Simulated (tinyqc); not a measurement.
Comparisons within one model: standing waves and exposure in a photoresist film. A value that a table varies takes the place of the one given here.

Normal incidence from air. Unexposed resist: N1 = n1 + i k1 with k1 = (A + B) lam/(4 pi), lam in micrometres. r01 = (1 - N1)/(1 + N1), t01 = 2/(1 + N1). Substrate Ns = ns + i ks: r12 = (N1 - Ns)/(N1 + Ns). With p = exp(2 pi i N1 d/lam), the field at depth z is E(z) = t01 [exp(2 pi i N1 z/lam) + r12 p^2 exp(-2 pi i N1 z/lam)]/(1 + r01 r12 p^2), the relative intensity I(z) = n1 |E(z)|^2 and the reflectance R = |(r01 + r12 p^2)/(1 + r01 r12 p^2)|^2.

Parameters, chosen for this exercise (a resist on W, indices near tabulated ones; shifted at random, so the results belong to these values and not to a real crystal): lam = 248 nm (vacuum wavelength); n1 = 1.75 (resist index); A = 0.07 1/micrometre (bleachable absorption (Dill A)); B = 0.88 1/micrometre (fixed absorption (Dill B)); d = 583 nm (resist thickness); ns = 3.405 (substrate n); ks = 2.916 (substrate k).

## Swing of the coupled dose with resist thickness

The mean of I is taken over 800 depths; the relative dose to clear is taken as 1/(mean of I over the lowest period, 60 depths), scaled to 1 in the first row.

Swing:

| d (nm) | R | mean I | relative dose |
|---|---|---|---|
| 583.0 | 0.1217 | 0.8913 | 1.000 |
| 594.8 | 0.0049 | 1.0051 | 0.900 |
| 606.6 | 0.0740 | 0.9312 | 0.988 |
| 618.4 | 0.2181 | 0.7794 | 1.187 |
| 630.2 | 0.2867 | 0.7015 | 1.311 |
| 642.0 | 0.2459 | 0.7315 | 1.249 |
| 653.9 | 0.1112 | 0.8538 | 1.073 |
| 665.7 | 0.0028 | 0.9530 | 0.975 |
| 677.5 | 0.0679 | 0.8866 | 1.064 |
| 689.3 | 0.2043 | 0.7505 | 1.264 |
| 701.1 | 0.2699 | 0.6802 | 1.389 |
| 712.9 | 0.2303 | 0.7083 | 1.326 |
| 724.7 | 0.1035 | 0.8176 | 1.153 |

The period is 70.9 nm, six rows. The relative dose swings between 0.900 and 1.389, a ratio (max - min)/mean of 0.426, against the estimate 4 sqrt(|r01|^2 |r12|^2) exp(-(A + B) d) = 0.353 for the oscillating part alone; the ratio from the table also holds the slow rise from absorption, 15.3 % over two periods, so the two are not strictly comparable. The dose is least sensitive to thickness at an extremum; the lowest dose listed is at 594.8 nm.

## What moves the exposure

The mean of I is over 800 depths. Each row changes one parameter from the base and keeps the others.

Results:

| case | \|r12\|^2 | R | mean I | I at the bottom |
|---|---|---|---|---|
| base | 0.3164 | 0.1217 | 0.8913 | 0.1977 |
| d = 593 nm | 0.3164 | 0.0124 | 0.9980 | 0.2186 |
| n1 = 1.768 | 0.3131 | 0.0451 | 0.9682 | 0.2174 |
| B = 1.08 1/micrometre | 0.3155 | 0.1061 | 0.8262 | 0.1747 |
| ks = 2.624 | 0.2839 | 0.1140 | 0.8742 | 0.2065 |
| ns = 3.746 | 0.3189 | 0.1312 | 0.8829 | 0.1774 |

The largest shifts from the base row, up to three for each result and ties (the steps differ in size, so this ranks the rows, not the parameters). |r12|^2: ks -0.0325, n1 -0.0033, ns +0.0025; unchanged at the printed digits by d. R: d -0.1093, n1 -0.0766, B -0.0156. mean I: d +0.1067, n1 +0.0769, B -0.0651. I at the bottom: B -0.0230, d +0.0209, ns -0.0202.

Run: tinyqc, `OMP_NUM_THREADS=1 python tinyqc.py 1681707 1681708 out.jsonl`; Intel(R) Xeon(R) Processor @ 2.30GHz, one thread, shared host; about 0.01 s of CPU time with all checks.
